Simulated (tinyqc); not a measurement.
What each parameter does: buckled dimers of a reconstructed (001) surface, two dangling bonds a dimer.

In a dimer one atom moves up by z and the other down by z; the dangling bond of the up atom (more s-like) falls by gm z and that of the down atom rises by gm z. With all dimers tilted alike: H(k) = [[-gm z - 2 ta cos k, -tp - 2 tx cos k], [., gm z - 2 ta cos k]], k along the row in 1/a. Two electrons a dimer fill the lowest N of the 2N levels on the mesh k_j = (j + 1/2) pi/N. Total energy a dimer: W(z) = (2/N) sum of the filled levels + kf z^2. Repulsion between electrons is left out.

Inputs chosen for the exercise (of the size met on Si(001); not measured data): tp = 0.36 eV (pi coupling inside a dimer); ta = 0.19 eV (coupling between like atoms along the row); tx = 0.01 eV (diagonal coupling along the row); gm = 1.61 eV/angstrom (shift of a dangling bond with height); kf = 3.6 eV/angstrom^2 (force constant of buckling); N = 16 (k points).

z minimises W on 0 to 1 angstrom; gain over flat dimers; gap on 201 points from 0 to pi.

One parameter was then changed.

Results before and after:

| case | z (angstrom) | gain (eV) | gap (eV) |
|---|---|---|---|
| base | 0.3873 | 0.1748 | 0.6804 |
| changed | 0.3873 | 0.1385 | 0.5604 |

Which of these changes was made? (a) gm = 1.739 eV/angstrom; (b) tx = 0.04 eV; (c) kf = 3.24 eV/angstrom^2; (d) tp = 0.306 eV; (e) ta = 0.22 eV.

Answer: (e) ta = 0.22 eV. Of the candidates, run in turn, only this one gives the changed row.

All candidates:

| case | z (angstrom) | gain (eV) | gap (eV) |
|---|---|---|---|
| base | 0.3873 | 0.1748 | 0.6804 |
| tp = 0.306 eV | 0.4048 | 0.1986 | 0.6804 |
| ta = 0.22 eV | 0.3873 | 0.1385 | 0.5604 |
| tx = 0.04 eV | 0.3869 | 0.1779 | 0.6856 |
| gm = 1.739 eV/angstrom | 0.4364 | 0.2691 | 0.9203 |
| kf = 3.24 eV/angstrom^2 | 0.4437 | 0.2368 | 0.8404 |

tinyqc: `OMP_NUM_THREADS=1 python tinyqc.py 1481280 1481281 out.jsonl`; about 0.06 s, one thread, shared Intel(R) Xeon(R) Processor @ 2.30GHz.
